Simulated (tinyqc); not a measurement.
On-chip interconnect, size-dependent resistivity and RC delay: one step of the calculation.

A rectangular line between two neighbours and two ground planes. Surface and grain-boundary scattering are added to the bulk resistivity as corrections; capacitances are parallel-plate values without fringing; inductance is ignored.

Problem. Node voltages after a time step. A 1 V step is applied behind Rd at t = 0. C dv/dt = -G v + b, with G the conductance matrix of the ladder (1/Rs between neighbours, 1/Rd added at node 0) and b = (1 V/Rd, 0, ...). Trapezoidal step: (C/dt + G/2) v(new) = (C/dt - G/2) v + b.

Values chosen for this exercise:
```
symbol,value,unit,meaning
Rd,3800,ohm,driver resistance
dt,75,ps,time step
```

Rs = 4124.4555 ohm

```
node     C (fF)  v at t = 1 dt (V)
0     1.2041695          1.3440983
1     2.4083391          0.8102077
2     2.4083391          0.4909268
3     2.4083391          0.3016837
4     2.4083391          0.1923513
5     2.4083391          0.1339694
6     1.8741695          0.1110737
```

Find: v at t = 2 dt.

Solution.

v at t = 2 dt, node 0 to 6 (V): 0.47743  0.70282  0.68516  0.58891  0.48883  0.41634  0.38315

Range of the model: The metal width is under the mean free path, where the thick-limit surface term and the simple sum of corrections lose accuracy.

Program tinyqc, `OMP_NUM_THREADS=1 python tinyqc.py 2100121 2100122 out.jsonl`; Intel Xeon 2.30GHz, shared host, one thread, about 0.01 s.
